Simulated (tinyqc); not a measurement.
Worked calculation: density of states of one tight-binding band on the simple cubic lattice. Values are carried at full precision from step to step, so a last printed digit may differ when a step is redone from the rounded ones.

E(k) = -2 t (c1 + c2 + c3) - 4 t2 (c1 c2 + c2 c3 + c3 c1) with ci = cos(2 pi ki); k in fractions of the reciprocal vectors, mesh k_i = j/N with j = 0 .. N-1. Densities are per cell and per spin, so the band holds one state.

Inputs chosen for the exercise: t = 2.15 eV (nearest hopping); t2 = 0.38 eV (second hopping); N = 4 (mesh points along each axis); bins = 8 (bins of the histogram); E_lo = -17.513 eV (lower end of the histogram); E_hi = 8.417 eV (upper end); E = -6.59 eV (energy at which the density is wanted); sigma = 0.645 eV (Gaussian width).

## Energies on the mesh

Evaluate the band at all 64 points and collect equal values.

Distinct energies:
```
E_k (eV)  points
-17.4600       1
-10.1200       6
-4.3000       12
-2.7800        3
0.0000         8
1.5200        12
4.3000        12
5.8200         3
7.0800         6
8.3400         1
```

The 64 points give 10 distinct energies between -17.4600 and 8.3400 eV; a dense mesh gives a band from -17.460 to 8.340 eV.

## Histogram

Count the points in equal bins from E_lo to E_hi; g = count/(all points x bin width).

Histogram:
```
from (eV)   to (eV)  points  g (1/eV)
-17.5130   -14.2718       1    0.0048
-14.2718   -11.0305       0    0.0000
-11.0305    -7.7893       6    0.0289
-7.7893     -4.5480       0    0.0000
-4.5480     -1.3068      15    0.0723
-1.3068      1.9345      20    0.0964
1.9345       5.1757      12    0.0578
5.1757       8.4170      10    0.0482
```

Empty bins: 2 of 8; the fullest holds 20 points. Empty bins inside the band come from the coarse mesh, not from gaps.

## Gaussian broadening at one energy

Gaussian broadening: g(E) = mean over the mesh of exp(-(E - E_k)^2/(2 sigma^2))/(sigma sqrt(2 pi)), n(E) = mean of erfc((E_k - E)/(sigma sqrt 2))/2.

Sum over the distinct energies with their counts.

n(E) = 0.1094
g(E) = 0.0002 1/eV

## One tetrahedron of the mesh

For corner energies e1 <= e2 <= e3 <= e4 and eij = ei - ej, the share of the tetrahedron below E is n = (E - e1)^3/(e21 e31 e41) for e1 < E < e2; n = [e21^2 + 3 e21 x + 3 x^2 - (e31 + e42) x^3/(e32 e42)]/(e31 e41) with x = E - e2 for e2 < E < e3; n = 1 - (e4 - E)^3/(e41 e42 e43) for e3 < E < e4; its density of states is g = dn/dE.

corner energies, sorted (eV): [-10.1200, -4.3000, 0.0000, 4.3000]

Find its share below E and its density of states at E.

n = 0.0518
g = 0.0440 1/eV

E lies between corners 1 and 2.

## Sum over all linear tetrahedra

Each cube of the mesh, corners numbered 0 to 7 as the binary number (i j l), is cut into six tetrahedra around the diagonal 0-7: 0137, 0157, 0237, 0267, 0457, 0467. For corner energies e1 <= e2 <= e3 <= e4 and eij = ei - ej, the share of the tetrahedron below E is n = (E - e1)^3/(e21 e31 e41) for e1 < E < e2; n = [e21^2 + 3 e21 x + 3 x^2 - (e31 + e42) x^3/(e32 e42)]/(e31 e41) with x = E - e2 for e2 < E < e3; n = 1 - (e4 - E)^3/(e41 e42 e43) for e3 < E < e4; its density of states is g = dn/dE.

Average n and g over all pieces of the mesh. The reference uses the same method with N = 36.

n(E) = 0.0892
g(E) = 0.0276 1/eV
reference n(E) = 0.130
reference g(E) = 0.025 1/eV

On this mesh the linear method errs by +0.003 1/eV in g and -0.040 in n; the Gaussian sum erred by -0.025 and -0.020.

## Checks

- States below the top of the band by the linear method against one: both 1.000000.

Program tinyqc; command `OMP_NUM_THREADS=1 python tinyqc.py 1652799 1652800 out.jsonl`; about 0.3 s on one thread of a shared Intel(R) Xeon(R) Processor @ 2.30GHz.
